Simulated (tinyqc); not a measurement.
# Self-consistent Fermi level with native defects, at growth and after a quench, step by step

A worked calculation. Computed by tinyqc, a small Python program that keeps every step. Command: `OMP_NUM_THREADS=1 python tinyqc.py 3030139 3030140 out.jsonl scfermi walk`. One thread of a shared host (Intel(R) Xeon(R) Processor @ 2.30GHz), about 0.06 s of CPU time with the checks. Intermediate numbers are printed to about 6 digits and carried at full precision; extremes and crossings named in words are read from the listed rows.

Energies are counted from the top of the valence band (VBM); when the gap shrinks with temperature the conduction band moves and the levels stay. The added dopant is taken as fully ionised. D and A draw on one reservoir with opposite signs, as the two vacancies of a compound do.

Inputs (values chosen for the exercise, with bands modelled on GaN):
```
quantity                                value   unit
gap E_g at 300 K                         3.39     eV
slope -dE_g/dT above 300 K            0.00074   eV/K
electron mass m_e                       0.202    m_0
valleys M_c                                 1      -
hole mass m_h                            1.44    m_0
E_f of the neutral native donor D       2.675     eV
E_f of the neutral native acceptor A    2.977     eV
shift s of the chemical potential      -0.027     eV
site density N_s                        4e+22  cm^-3
dopant density N_X                    3.9e+18  cm^-3
growth temperature T_g                   1400      K
temperature of use T                      400      K
```

Added shallow dopant: acceptor.

levels of D above the VBM, most positive state first (eV): 2

levels of A above the VBM, (0/-1) first (eV): 1.12  1.56

Constants: m_0 = 9.1093837015e-31 kg; k_B = 1.380649e-23 J/K; h = 6.62607015e-34 J s; k_B = 8.617333262e-05 eV/K.

## Formation energies at E_F = 0

E_f(D, 0) = input + s and E_f(A, 0) = input - s; E_f(q, E_F = 0) follows from the levels, eps(q/q-1) = E_f(q - 1) - E_f(q) at E_F = 0.

E_f(q, E_F = 0) (eV): D(+1) 0.648, D(0) 2.648, A(0) 3.004, A(-1) 4.124, A(-2) 5.684

## Bands at growth

E_g(T) = E_g - slope x max(0, T - 300 K). N_c = 2 M_c (2 pi m_e k_B T/h^2)^(3/2) and N_v = 2 (2 pi m_h k_B T/h^2)^(3/2), masses in units of m_0. At growth T = T_g.

E_g(T_g) = 2.576 eV

N_c(T_g) = 2.29673e+19 cm^-3

N_v(T_g) = 4.37145e+20 cm^-3

k_B T_g = 0.120643 eV

## Charges across the gap at T_g

n = N_c F_1/2((E_F - E_g)/k_B T), p = N_v F_1/2(-E_F/k_B T). F_1/2(eta) = (2/sqrt(pi)) int_0^infinity sqrt(x)/(1 + exp(x - eta)) dx, by the trapezoid rule in t = sqrt(x) with step 0.02 up to t = 12 (for eta < -12 by exp(eta) - exp(2 eta)/2^(3/2)). In equilibrium c_q = N_s exp(-(E_f(q, 0) + q E_F)/k_B T). Net charge = p - n + sum q c_q - N_X; the log ratio is ln(positive charge/negative charge). Entries near or above N_s lie outside the dilute limit and only show that E_F cannot go there.

Densities (cm^-3):
```
E_F (eV)            n            p  charge on D  charge on A  log ratio
0.129     3.56695e+10  1.34635e+20  6.38239e+19  1.66226e+08     3.9296
0.515     8.74653e+11  6.08932e+18  2.60282e+18  4.07739e+09     0.8014
0.902     2.16259e+13  2.47447e+17  1.05270e+17  1.01641e+11    -2.4031
1.288     5.30286e+14  1.00931e+16  4.29306e+15  2.98975e+12    -5.6026
1.674     1.30007e+16  4.11615e+14  1.75077e+14  3.72385e+14    -8.8054
2.061     3.19928e+17  1.66476e+13  7.08091e+12  1.92105e+17   -12.1332
2.447     7.07362e+18  6.78912e+11  2.88769e+11  1.14645e+20   -18.6816
```

## Equilibrium at growth

E_F is the root of the log ratio, by 50 bisections between -0.5 eV and E_g + 0.5 eV.

E_F at growth = 0.611918 eV

n at growth = 1.95310e+12 cm^-3

p at growth = 2.73438e+18 cm^-3

Defects at growth:
```
state  E_f (eV)    c (cm^-3)
D(+1)   1.25992  1.16562e+18
D(0)    2.64800  1.17403e+13
A(0)    3.00400  6.13954e+11
A(-1)   3.51208  9.10164e+09
A(-2)   4.46016  3.51700e+06
```

total D = 1.16563e+18 cm^-3

total A = 6.23059e+11 cm^-3

The largest part of the positive charge comes from holes (70 %) and that of the negative charge from the dopant (100 %).

## After the quench to T

After a quench the totals of D and A stay as grown, and each is shared among its charge states with weights exp(-(E_f(q, 0) + q E_F)/k_B T).

E_F after the quench = 0.109638 eV

n after the quench = 1.40161e-22 cm^-3

p after the quench = 2.73437e+18 cm^-3

Frozen defects:
```
state    c (cm^-3)  share of its total
D(+1)  1.16563e+18         1.00000e+00
D(0)   1.77440e-06         1.52227e-24
A(0)   6.23059e+11         1.00000e+00
A(-1)  1.16020e-01         1.86210e-13
A(-2)  6.17701e-20         9.91400e-32
```

The material is p-type with 2.73e18 carriers per cm^3. Carriers of the sign that the dopant should give amount to 70 % of its density. Caution: in a wide-gap host the dopant, above all an acceptor, may be only partly ionised at the temperature of use; the carrier density is then overstated.

## Slow cooling against a quench

Each E_F by bisection; full equilibrium lets the defects form and vanish at every T.

Two histories (densities in cm^-3):
```
T (K)  E_F, equilibrium (eV)            n            p  all defects  E_F, frozen (eV)    n, frozen    p, frozen
1200                0.484300  7.15096e+09  3.19756e+18  7.02439e+17          0.500531  8.36625e+09  2.73437e+18
1000                0.369607  3.39167e+06  3.60246e+18  2.97540e+17          0.393467  4.47363e+06  2.73437e+18
800                 0.268185  4.58015e+01  3.83234e+18  6.76628e+16          0.291598  6.43248e+01  2.73437e+18
600                 0.177774  4.92440e-07  3.89537e+18  4.63299e+15          0.196245  7.03877e-07  2.73437e+18
400                 0.097187  9.76663e-23  3.89998e+18  1.63351e+13          0.109638  1.40161e-22  2.73437e+18
```

At 400 K equilibrium would leave 1.63e13 defects per cm^3 against 1.17e18 frozen in, and E_F differs by +0.012 eV. The majority density of the quenched sample is 0.70 times the equilibrium one. Real samples lie between, set by the temperature at which diffusion stops. In so wide a gap the dopant may be only partly ionised at the temperature of use; these carrier densities are then overstated.

Checks made by the program: neutrality at growth (relative difference below 1e-10).
